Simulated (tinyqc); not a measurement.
Worked calculation: Hueckel theory of the pi electrons, for the molecule c1c[cH+]ccnc1 (SMILES; centres numbered as the heavy atoms are written). One step of it, computed by the program tinyqc.

Question. Orbitals. Diagonalise; E = alpha + x beta with beta < 0, so the largest x are filled first; degenerate levels share their electrons. P = sum n_i c_ri c_si; each orbital has its largest coefficient positive (the first on a tie).

Hueckel matrix in units of beta (H = alpha + beta A):
```
          1C        2C        3C        4C        5C        6N        7C
1C  0.000000  1.000000  0.000000  0.000000  0.000000  0.000000  1.000000
2C  1.000000  0.000000  1.000000  0.000000  0.000000  0.000000  0.000000
3C  0.000000  1.000000  0.000000  1.000000  0.000000  0.000000  0.000000
4C  0.000000  0.000000  1.000000  0.000000  1.000000  0.000000  0.000000
5C  0.000000  0.000000  0.000000  1.000000  0.000000  1.000000  0.000000
6N  0.000000  0.000000  0.000000  0.000000  1.000000  0.490000  1.000000
7C  1.000000  0.000000  0.000000  0.000000  0.000000  1.000000  0.000000
```

pi electrons, sum of z_r less the charge = 6

Give: x values; occupations; coefficients; charge and bond-order matrix P.

Answer.

x values: 2.0941  1.3878  1.2470  -0.3087  -0.4450  -1.6833  -1.8019

occupations: 2.0000  2.0000  2.0000  0.0000  0.0000  0.0000  0.0000

coefficients:
```
       MO1      MO2      MO3      MO4      MO5      MO6      MO7
1C  0.3406  -0.1993   0.5211  -0.4525   0.2319  -0.3735  -0.4179
2C  0.3113  -0.5140   0.2319   0.3458   0.4179   0.1392   0.5211
3C  0.3113  -0.5140  -0.2319   0.3458  -0.4179   0.1392  -0.5211
4C  0.3406  -0.1993  -0.5211  -0.4525  -0.2319  -0.3735   0.4179
5C  0.4019   0.2373  -0.4179  -0.2061   0.5211   0.4895  -0.2319
6N  0.5011   0.5287   0.0000   0.5161   0.0000  -0.4505   0.0000
7C  0.4019   0.2373   0.4179  -0.2061  -0.5211   0.4895   0.2319
```

charge and bond-order matrix P:
```
         1C       2C       3C       4C       5C       6N       7C
1C   0.8546   0.6586   0.1752  -0.2317  -0.2564   0.1306   0.6147
2C   0.6586   0.8297   0.6145   0.1752  -0.1876  -0.2315   0.2001
3C   0.1752   0.6145   0.8297   0.6586   0.2001  -0.2315  -0.1876
4C  -0.2317   0.1752   0.6586   0.8546   0.6147   0.1306  -0.2564
5C  -0.2564  -0.1876   0.2001   0.6147   0.7851   0.6538   0.0865
6N   0.1306  -0.2315  -0.2315   0.1306   0.6538   1.0613   0.6538
7C   0.6147   0.2001  -0.1876  -0.2564   0.0865   0.6538   0.7851
```
